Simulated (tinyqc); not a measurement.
# On-chip interconnect, size-dependent resistivity and RC delay: effects of single changes

A rectangular line between two neighbours and two ground planes. Surface and grain-boundary scattering are added to the bulk resistivity as corrections; capacitances are parallel-plate values without fringing; inductance is ignored.

Values chosen for this exercise; metal values close to those of aluminium:
- rho0 = 2.64 uohm cm (bulk resistivity)
- lam = 19.5 nm (bulk mean free path)
- ps = 0.6 (specular share of surface scattering)
- Rg = 0.39 (reflection coefficient of grain boundaries)
- gr = 2 (grain size over the metal width)
- wd = 8.9 nm (drawn line width)
- AR = 1.6 (aspect ratio, height over width)
- tl = 1.8 nm (liner on both walls and the bottom, not conducting)
- sp = 18 nm (space to the neighbouring lines)
- hd = 15 nm (dielectric height to the planes above and below)
- ek = 3.9 (relative permittivity of the dielectric)
- Mf = 1 (Miller factor of the neighbours)
- Lw = 83 um (line length)
- Rd = 4300 ohm (driver resistance)
- Cl = 0.2 fF (load capacitance)
- rho2 = 1.63 uohm cm (bulk resistivity of the second metal (close to copper))
- lam2 = 39.7 nm (mean free path of the second metal)
- tl2 = 1.8 nm (liner of the second metal)

Constants: eps0 = 8.8541878128e-12 F/m. Results are converted to the units shown.

Each table varies one quantity; the others keep the values above.

## Delay against the aspect ratio

Metal width x = wd - 2 tl, height y = AR wd - tl; grain boundaries (Mayadas-Shatzkes): al = (lam/(gr x)) Rg/(1 - Rg), g = 1/[1 - 3 al/2 + 3 al^2 - 3 al^3 ln(1 + 1/al)] - 1; surfaces (Fuchs-Sondheimer, thick limit): s = (3/8) lam (1 - ps)(1/x + 1/y); rho = rho0 (1 + g + s); r = rho/(x y); c = eps0 ek (2 wd/hd + 2 Mf AR wd/sp). Elmore delay tE = Rd (c Lw + Cl) + r Lw (c Lw/2 + Cl); t50 is the time at which the far end of a ladder of 30 pi sections (half capacitances at both ends, Cl at the far end, a step applied through Rd) reaches half the step; line share r Lw/(Rd + r Lw); estimate 0.69 Rd (c Lw + Cl) + 0.38 r c Lw^2 + 0.69 r Lw Cl.

Delay against the aspect ratio:
```
AR	rho (uohm cm)	r (ohm/um)	c (fF/um)	tE (ps)	t50 (ps)	estimate (ps)	line share of the resistance (%)
0.8	9.812	3480	0.06830	901.6	682.7	679.4	98.53
1.2	9.230	1961	0.08195	616.3	466.6	464.0	97.43
1.6	8.981	1362	0.09561	506.2	383.2	380.7	96.34
2	8.843	1043	0.1093	449.7	340.3	337.7	95.27
2.4	8.755	844.5	0.1229	416.4	315.0	312.3	94.22
2.8	8.694	709.5	0.1366	395.2	298.9	296.1	93.20
3.2	8.650	611.7	0.1502	381.2	288.2	285.2	92.19
3.6	8.616	537.6	0.1639	371.8	281.0	277.8	91.21
4	8.589	479.4	0.1776	365.4	276.0	272.7	90.25
```

As AR goes from 0.8 to 4, r falls from 3480 to 479 ohm/um, c rises from 0.0683 to 0.178 fF/um and t50 falls from 683 to 276 ps. t50/tE lies between 0.755 and 0.757, and the estimate is within 1.2 % of t50.

## Two metals against line width

Metal width x = wd - 2 tl, height y = AR wd - tl; grain boundaries (Mayadas-Shatzkes): al = (lam/(gr x)) Rg/(1 - Rg), g = 1/[1 - 3 al/2 + 3 al^2 - 3 al^3 ln(1 + 1/al)] - 1; surfaces (Fuchs-Sondheimer, thick limit): s = (3/8) lam (1 - ps)(1/x + 1/y); rho = rho0 (1 + g + s); r = rho/(x y). The second metal has rho2, lam2 and tl2 in place of rho0, lam and tl; ps, Rg, gr and AR are shared.

Results:
```
wd (nm)	rho, first (uohm cm)	rho, second (uohm cm)	r, first (ohm/um)	r, second (ohm/um)	ratio second/first
6.5	13.91	15.71	5577	6301	1.130
8	10.21	11.08	2110	2289	1.085
10	7.935	8.226	873.2	905.2	1.037
13	6.303	6.187	352.9	346.4	0.9815
17	5.244	4.866	154.1	143.0	0.9279
22	4.557	4.011	74.15	65.26	0.8801
30	3.990	3.307	32.72	27.11	0.8287
45	3.511	2.712	12.08	9.331	0.7725
120	2.955	2.023	1.335	0.9137	0.6846
```

Estimate the missing row, wd = 70 nm.

Computed row:
```
wd (nm)	rho, first (uohm cm)	rho, second (uohm cm)	r, first (ohm/um)	r, second (ohm/um)	ratio second/first
70	3.188	2.312	4.357	3.159	0.7252
```

With this row back in the table: The resistivity of the first metal falls from 13.9 to 2.96 uohm cm and that of the second goes from 15.7 to 2.02 uohm cm as the line widens. The products rho0 lam, which set the size effect, are 51.5 and 64.7 uohm cm nm. The two resistances cross at wd = 11.9 nm: below it the first metal gives the lower line resistance. For widths well under the mean free path the thick-limit surface term is only a guide.

Range of the model: The metal width is under the mean free path, where the thick-limit surface term and the simple sum of corrections lose accuracy.

tinyqc, about 0.01 s, one thread, Intel Xeon 2.30GHz (shared host): `OMP_NUM_THREADS=1 python tinyqc.py 2100096 2100097 out.jsonl`
